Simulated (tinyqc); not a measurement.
Landau-Devonshire theory of a uniaxial ferroelectric: one step, computed by the program tinyqc.

G(P) = (alpha/2) P^2 + (beta*/4) P^4 + (gamma/6) P^6 - E P per volume, SI units, one domain, P along the polar axis, which is normal to the film.

Task: A capacitor with imperfect screening. Between shorted electrodes with screening length lambda each, the depolarising field is -k P, k = 2 lambda/(eps_0 (d + 2 lambda eps_b)), so alpha turns into alpha + k. Ps^2 = [-beta* + sqrt(beta*^2 - 4 alpha gamma)]/(2 gamma). The polar state is the lowest uniform state while alpha + k < 0 (beta* > 0) or < 3 beta*^2/(16 gamma) (beta* < 0); setting the equality gives the critical thickness d_c.

Inputs (values chosen for the exercise, modelled on lead titanate): Curie-Weiss temperature T0 = 752 K; temperature T = 604 K; film thickness d = 8.1 nm; screening length lambda = 0.0065 nm; background permittivity eps_b = 8.

Sample: epitaxial film.

alpha = -1.635015e+08 J m/C^2

beta* = 1.996364e+08 J m^5/C^4

Constants: eps_0 = 8.8541878128e-12 F/m.

Give: depolarising coefficient k; polarisation of the film; size of the depolarising field; critical thickness d_c.

Result:

depolarising coefficient k = 1.7897e+08 J m/C^2

polarisation of the film = 0 microcoulomb/cm^2

size of the depolarising field = 0 MV/m

critical thickness d_c = 8.8759 nm

The film is thinner than d_c, so the uniform polar state is not the lowest one; a real film may break into domains or be non-polar.
